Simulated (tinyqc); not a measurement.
Self-consistent Fermi level with native defects, at growth and after a quench. From total D back to growth temperature T_g. Computed by tinyqc, a small Python program. Command: `OMP_NUM_THREADS=1 python tinyqc.py 3031919 3031920 out.jsonl scfermi inv`. One thread of a shared host (Intel(R) Xeon(R) Processor @ 2.30GHz), about 0.1 s of CPU time with the checks.

Energies are counted from the top of the valence band (VBM); when the gap shrinks with temperature the conduction band moves and the levels stay. D and A draw on one reservoir with opposite signs, as the two vacancies of a compound do.

Inputs (values chosen for the exercise, with bands modelled on InP):
```
quantity,value,unit
gap E_g at 300 K,1.38,eV
slope -dE_g/dT above 300 K,0.00028,eV/K
electron mass m_e,0.0777,m_0
valleys M_c,1,-
hole mass m_h,0.613,m_0
E_f of the neutral native donor D,0.9844,eV
E_f of the neutral native acceptor A,2.967,eV
shift s of the chemical potential,0.26,eV
site density N_s,4.1e+22,cm^-3
```

Added shallow dopant: none.

levels of D above the VBM, most positive state first (eV): [0.533, 1.1]

levels of A above the VBM, (0/-1) first (eV): [0.228, 0.294, 0.37]

Constants: m_0 = 9.1093837015e-31 kg; k_B = 1.380649e-23 J/K; h = 6.62607015e-34 J s; k_B = 8.617333262e-05 eV/K.

Method:
- E_f(D, 0) = input + s and E_f(A, 0) = input - s; E_f(q, E_F = 0) follows from the levels, eps(q/q-1) = E_f(q - 1) - E_f(q) at E_F = 0.
- E_g(T) = E_g - slope x max(0, T - 300 K).
- N_c = 2 M_c (2 pi m_e k_B T/h^2)^(3/2) and N_v = 2 (2 pi m_h k_B T/h^2)^(3/2), masses in units of m_0.
- At growth T = T_g.
- n = N_c F_1/2((E_F - E_g)/k_B T), p = N_v F_1/2(-E_F/k_B T).
- F_1/2(eta) = (2/sqrt(pi)) int_0^infinity sqrt(x)/(1 + exp(x - eta)) dx, by the trapezoid rule in t = sqrt(x) with step 0.02 up to t = 12 (for eta < -12 by exp(eta) - exp(2 eta)/2^(3/2)).
- In equilibrium c_q = N_s exp(-(E_f(q, 0) + q E_F)/k_B T).
- Net charge = p - n + sum q c_q; the log ratio is ln(positive charge/negative charge).
- E_F is the root of the log ratio, by 50 bisections between -0.5 eV and E_g + 0.5 eV.

Task: A run gave the result below. Find the growth temperature T_g, known to lie between 570 and 1600 K.

total D = 3.869382e+17 cm^-3

Result:

Each step takes the trial c = (a f_b - b f_a)/(f_b - f_a), f being the result less the target and a, b, c the logarithms of the listed values; c replaces end b, the old b replaces a if the sign of f changed, and otherwise f_a is halved.

Scan of the range:
```
growth temperature T_g (K),total D (cm^-3)
570,1.03695e+14
677,2.03611e+15
804,2.86926e+16
955,2.82439e+17
1130,1.91474e+18
1350,1.07353e+19
1600,4.36094e+19
```

False position (Illinois rule, in the logarithm of the input) inside the bracket:
```
step,end a,end b,trial,total D (cm^-3)
1,955.00,1130.00,965.343,3.22172e+17
2,1130.00,965.34,971.546,3.48183e+17
3,1130.00,971.55,978.659,3.80166e+17
4,1130.00,978.66,981.113,3.91760e+17
5,978.66,981.11,980.092,3.86899e+17
6,981.11,980.09,980.100,3.86938e+17
7,981.11,980.10,980.100,3.86938e+17
8,980.10,980.10,980.100,3.86938e+17
```

Total D rises at every point of a 13-point scan of the range (every second point is shown), so one value fits; it is bracketed by 955 and 1130. Answer: growth temperature T_g = 980.1 K.
